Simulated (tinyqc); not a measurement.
Tail length against growth temperature: equilibrium and kinetic segregation of a solute to boundaries and growing surfaces. Computed by tinyqc, a small Python program. Command: `OMP_NUM_THREADS=1 python tinyqc.py 3011487 3011488 out.jsonl segreg walk`. One thread of a shared host (Intel(R) Xeon(R) Processor @ 2.30GHz), about 0.01 s of CPU time with the checks.

Inputs (values chosen for the exercise, modelled on a solute in a copper line): exchange barrier E_b = 1.72 eV; surface segregation energy E_s = 0.16 eV; growth rate = 3.3 monolayers/s.

Constants: k_B = 8.617333262e-05 eV/K.

Method. Two-state exchange during growth, dilute: jump up r_u = nu exp(-E_b/(k_B T_g)), jump back r_d = r_u exp(-E_s/(k_B T_g)), nu = 1e13 1/s. In the time 1/R of one monolayer the share carried up is p = [r_u/(r_u + r_d)] [1 - exp(-(r_u + r_d)/R)]; the tail decays as p^n, length -1/ln p monolayers; the equilibrium limit has p = r_u/(r_u + r_d).

Exchange model:
```
T_g (K),r_u/R,p,length (monolayers),equilibrium limit
597,9.1521e-03,0.00911,0.213,22.919
639,8.2392e-02,0.07891,0.394,18.773
674,4.1719e-01,0.33693,0.919,16.212
708,1.7296e+00,0.78647,4.163,14.264
736,5.0553e+00,0.92179,12.279,12.956
764,1.3658e+01,0.91911,11.855,11.855
806,5.3287e+01,0.90918,10.502,10.502
868,3.1248e+02,0.89464,8.982,8.982
972,3.6590e+03,0.87104,7.243,7.243
```

What does the comparison show, and why?

The length peaks among these rows at 736 K with 12.3 monolayers. Below, exchange freezes (r_u/R = 0.0092 in the first row); above, the length follows the equilibrium limit, about exp(E_s/(k_B T)), down to 7.24.

Extremes, crossings and ranges named in words are read from the listed rows.
